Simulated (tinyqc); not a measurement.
Composition and strain of an epitaxial Si(1-x)Ge(x) layer from Raman and X-ray peaks. From Si-Si peak back to Ge fraction x. Computed by tinyqc, a small Python program. Command: `OMP_NUM_THREADS=1 python tinyqc.py 3031006 3031007 out.jsonl epiraman inv`. One thread of a shared host (Intel(R) Xeon(R) Processor @ 2.30GHz), about 0.02 s of CPU time with the checks.

A (001) layer, biaxially strained in the plane. The Raman peaks follow empirical lines omega = w0 + c1 x + c3 x^3 + b eps (c3 for Si-Ge alone), with eps the in-plane strain.

Inputs (values chosen for the exercise, modelled on silicon-germanium):

| quantity | value | unit |
|---|---|---|
| degree of relaxation R | 0.39 | - |
| lattice constant of Si | 5.431 | angstrom |
| lattice constant of Ge | 5.658 | angstrom |
| bowing B | 0.026 | angstrom |
| 2 C12/C11 of Si | 0.772 | - |
| 2 C12/C11 of Ge | 0.755 | - |
| Si-Si: w0 | 521.2 | 1/cm |
| Si-Si: c1 | -64.8 | 1/cm |
| Si-Si: strain coefficient b | -715 | 1/cm |
| Si-Ge: w0 | 400.4 | 1/cm |
| Si-Ge: c1 | 24.9 | 1/cm |
| Si-Ge: c3 | -31.8 | 1/cm |
| Si-Ge: strain coefficient b | -583 | 1/cm |
| Ge-Ge: w0 | 280.5 | 1/cm |
| Ge-Ge: c1 | 19.2 | 1/cm |
| Ge-Ge: strain coefficient b | -451 | 1/cm |

Substrate: silicon.

Method:
- Relaxed lattice constant a(x) = a_Si + (a_Ge - a_Si) x - B x (1 - x).
- In-plane constant a_par = a_sub + R (a(x) - a_sub); eps = a_par/a(x) - 1; eps_perp = -(2 C12/C11) eps with 2 C12/C11 linear in x; a_perp = a(x) (1 + eps_perp).
- Insert x and eps in the three lines; the strain part is b eps.

Question. A run gave the result below. Find the Ge fraction x, known to lie between 0.29 and 0.55.

Si-Si peak = 501.3918 1/cm

Answer.

Each step takes the trial c = (a f_b - b f_a)/(f_b - f_a), f being the result less the target and a, b, c the logarithms of the listed values; c replaces end b, the old b replaces a if the sign of f changed, and otherwise f_a is halved.

Scan of the range:

| Ge fraction x | Si-Si peak (1/cm) |
|---|---|
| 0.290 | 507.211 |
| 0.323 | 505.634 |
| 0.359 | 503.918 |
| 0.399 | 502.014 |
| 0.444 | 499.878 |
| 0.494 | 497.511 |
| 0.550 | 494.867 |

False position (Illinois rule, in the logarithm of the input) inside the bracket:

| step | end a | end b | trial | Si-Si peak (1/cm) |
|---|---|---|---|---|
| 1 | 0.399000 | 0.444000 | 0.411618 | 501.415 |
| 2 | 0.444000 | 0.411618 | 0.412082 | 501.393 |
| 3 | 0.444000 | 0.412082 | 0.412116 | 501.391 |
| 4 | 0.412082 | 0.412116 | 0.412099 | 501.392 |

Si-Si peak falls at every point of a 13-point scan of the range (every second point is shown), so one value fits; it is bracketed by 0.399 and 0.444. Answer: Ge fraction x = 0.4121.
